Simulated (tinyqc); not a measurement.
## MOSFET in saturation, small-signal circuit and noise: effect of the temperature on speed and noise

Bias by the inversion coefficient IC = I/Ispec (charge-based model with velocity saturation; weak inversion below 0.1, strong above 10). Common-source circuit: gm, gds, Cgs, Cgd and Cj at the inner nodes, Rg in series with the gate; quasi-static, no source or drain resistance, no gate-body capacitance, no substrate network, no induced gate noise, so fmax is an upper estimate.

Ispec = 2 n mu Cox (W/L) Vt^2, lc = Ls/L, gms = [sqrt((lc IC + 1)^2 + 4 IC) - 1]/[2 + lc (lc IC + 1)], gm = gms Ispec/(n Vt), gds = sg gm. qs = [sqrt(1 + 4 IC) - 1]/2, Cgs = Cox W L qs (2 qs + 3)/(3 (qs + 1)^2) + Cov W, Cgd = Cov W, Cd = Cj W, Rg = Rsh (Wf/L)/(12 Nf) + Rc/W with Nf = W/Wf fingers (not rounded) contacted at both ends. fT = gm/(2 pi (Cgs + Cgd)), fmax = fT/(2 sqrt(Rg (gds + 2 pi fT Cgd))). Channel noise Sid = 4 kB T gam n gm with gam = (1/2 + (2/3) qs)/(1 + qs) + gw lc IC, qs = [sqrt(1 + 4 IC) - 1]/2, lc = Ls/L (the last term an empirical rise with velocity saturation); at the gate, white noise Sw = Sid/gm^2 + 4 kB T Rg. Number fluctuation with correlated mobility: S(f) = K/f, K = q^2 Vt lt Nt/(W L Cox^2) (1 + ac mu Cox I/gm)^2, Vt in eV with Nt per eV. Corner fc = K/Sw. IC is held fixed, and so are mu, n, Ls and Nt.

Inputs (values chosen for the exercise):
- L = 130 nm (gate length)
- W = 10 um (total gate width)
- Cox = 1.72 uF/cm^2 (gate capacitance)
- mu = 120 cm^2/(V s) (mobility)
- n = 1.24 (slope factor)
- Ls = 10 nm (velocity-saturation length)
- sg = 0.017 (ratio gds/gm)
- Cov = 0.38 fF/um (overlap and fringe capacitance per side)
- Cj = 0.47 fF/um (drain junction capacitance)
- Rsh = 20 ohm (sheet resistance of the gate)
- Wf = 1 um (finger width)
- Rc = 300 ohm um (gate contact and vertical resistance)
- IC = 0.15 (inversion coefficient)
- gw = 0.13 (short-channel excess of the noise factor)
- Nt = 5.8e17 cm^-3 eV^-1 (oxide trap density)
- lt = 0.1 nm (tunnelling length into the oxide)
- ac = 1000 V s/C (Coulomb scattering coefficient)

Constants: q = 1.602176634e-19 C, kB = 1.380649e-23 J/K, Vt = kB T/q. Results are converted to the units shown.

The same in every row: Rg (ohm) = 31.282.

Result of one run:
```
T (K)  I (uA)  fT (GHz)  fmax (GHz)  sqrt(Sw) (nV/Hz^0.5)  fc (MHz)
350    5.3727    1.9879      25.231                9.9730    1.1946
```

What becomes of these results when the temperature T is changed from 350 to 100 K, all else the same?

Result of the changed run:
```
T (K)   I (uA)  fT (GHz)  fmax (GHz)  sqrt(Sw) (nV/Hz^0.5)  fc (MHz)
100    0.43859   0.56797      13.486                9.9513   0.33856
```

The whole series:
```
T (K)   I (uA)  fT (GHz)  fmax (GHz)  sqrt(Sw) (nV/Hz^0.5)  fc (MHz)
100    0.43859   0.56797      13.486                9.9513   0.33856
150    0.98682   0.85195      16.517                9.9556   0.50867
200     1.7543    1.1359      19.073                9.9600   0.67933
250     2.7412    1.4199      21.324                9.9643   0.85055
300     3.9473    1.7039      23.359                9.9686    1.0223
350     5.3727    1.9879      25.231                9.9730    1.1946
400     7.0174    2.2719      26.973                9.9773    1.3675
```

As T goes from 100 to 400 K, fT rises from 0.568 to 2.27 GHz, fmax rises from 13.5 to 27.0 GHz, the white noise stays near 9.96 nV/Hz^0.5 and the corner rises from 0.339 to 1.37 MHz. At fixed IC and mobility the current goes as T^2 and gm as T, which is why fT rises; a real mobility would fall with T. In every row fmax exceeds 4 fT, where channel resistance and substrate losses, left out here, would cap it. For T = 100 to 150 K band tails and dopant freeze-out, left out here, change n and the noise.

Program tinyqc, `OMP_NUM_THREADS=1 python tinyqc.py 2150058 2150059 out.jsonl`; Intel Xeon 2.30GHz, shared host, one thread, about 0.01 s.
